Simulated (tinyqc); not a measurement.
# Double-gate transistor, scale length and short-channel effects: effects of single changes

A body of thickness ts between two insulators of thickness ti and two tied gates. Below threshold the potential that source and drain add obeys Laplace's equation and vanishes on the gate. Its lowest mode decays along the channel as exp(-k y); k is the smallest positive root of the matching condition at the interface, and the scale length is Lambda = pi/k.

Values chosen for this exercise; permittivities: semiconductor close to that of indium arsenide, insulator close to that of hafnium oxide: temperature T = 300 K; relative permittivity of the semiconductor eps_r = 15.2; relative permittivity of the insulator ei = 21.7; insulator thickness ti = 12 nm; body thickness ts = 13 nm; channel length L = 97 nm; potential of the source Vbi = 0.87 V; potential of the barrier top at threshold sT = 0.39 V; drain voltage Vds = 1 V.

Constants: q = 1.602176634e-19 C, kB = 1.380649e-23 J/K, Vt = kB T/q. Results are converted to the units shown.

Each table varies one quantity; the others keep the values above.

## A higher permittivity at fixed equivalent oxide thickness

k is the smallest positive root of f(k) = ei cos(k ti) cos(k ts/2) - eps_r sin(k ti) sin(k ts/2). Along the channel psi(y) = s + a exp(y/l) + b exp(-y/l) with psi(0) = Vbi, psi(L) = Vbi + Vds and l = 1/k = Lambda/pi; with A = Vbi - s, B = A + Vds, x = exp(-L/l): a = (B - A x) x/(1 - x^2), b = (A - B x)/(1 - x^2). The minimum is s + 2 sqrt(a b), at y = (l/2) ln(b/a). The long-channel potential follows the gate as s = sT + (Vg - VTL)/m, and the threshold VT is the gate voltage at which the minimum equals sT. Swing = m Vt ln 10/g at threshold, g = d(minimum)/ds = 1 - (b x + a)/((1 + x) sqrt(a b)). DIBL = [VT(0.05 V) - VT(Vds)]/(Vds - 0.05 V). sT and Vbi are held fixed; m = 1. The equivalent oxide thickness 3.9 ti/ei is held at 2.2 nm, so ti = 2.2 ei/3.9 nm.

A higher permittivity at fixed equivalent oxide thickness:
```
ei	ti (nm)	Lambda (nm)	L/Lambda	DIBL (mV/V)	swing (mV/decade)
3.9	2.200	26.60	3.647	2.340	59.98
5	2.821	26.75	3.626	2.419	59.99
7.5	4.231	27.25	3.559	2.688	60.05
10	5.641	27.96	3.469	3.103	60.13
15	8.462	30.05	3.228	4.552	60.40
20	11.28	32.99	2.941	7.223	60.92
25	14.10	36.65	2.646	11.65	61.75
35	19.74	45.46	2.134	27.51	64.69
```

As ei goes from 3.9 to 35, Lambda rises from 26.6 to 45.5 nm, DIBL rises from 2.34 to 27.5 mV/V and the swing rises from 60.0 to 64.7 mV a decade. The ratio ei/ti is the same in every row, yet the insulator grows from 2.20 to 19.7 nm, and drain fields reach the channel sideways through it.

## Effect of the relative permittivity of the insulator

Same model as above.

Effect of the relative permittivity of the insulator:
```
ei	Lambda (nm)	L/Lambda	VT - VTL at Vds (mV)	DIBL (mV/V)	swing (mV/decade)
3.9	60.068	1.6148	-160.80	70.146	72.199
5.7	51.565	1.8811	-99.210	42.873	67.445
8.5	44.500	2.1798	-59.269	25.419	64.304
12	39.701	2.4432	-38.182	16.299	62.623
18	35.324	2.7460	-23.283	9.9037	61.423
27	32.055	3.0261	-14.830	6.2944	60.738
40	29.718	3.2640	-10.142	4.2993	60.356
```

As ei goes from 3.9 to 40, Lambda falls from 60.1 to 29.7 nm, DIBL falls from 70.1 to 4.30 mV/V and the swing falls from 72.2 to 60.4 mV a decade. On average Lambda goes as ei^(-0.30).

## Effect of the body thickness

Same model as above.

Effect of the body thickness:
```
ts (nm)	Lambda (nm)	L/Lambda	VT - VTL at Vds (mV)	DIBL (mV/V)	swing (mV/decade)
5.2	27.70	3.502	-6.946	2.942	60.10
6.5	28.65	3.385	-8.361	3.543	60.21
8.1	29.85	3.249	-10.38	4.401	60.38
10	31.31	3.098	-13.22	5.608	60.61
13	33.69	2.879	-18.79	7.982	61.06
16	36.17	2.682	-25.84	11.00	61.63
20	39.59	2.450	-37.76	16.12	62.59
```

As ts goes from 5.2 to 20 nm, Lambda rises from 27.7 to 39.6 nm, DIBL rises from 2.94 to 16.1 mV/V and the swing rises from 60.1 to 62.6 mV a decade. On average Lambda goes as ts^(0.27).

tinyqc, about 0.01 s, one thread, Intel Xeon 2.30GHz (shared host): `OMP_NUM_THREADS=1 python tinyqc.py 2420079 2420080 out.jsonl`
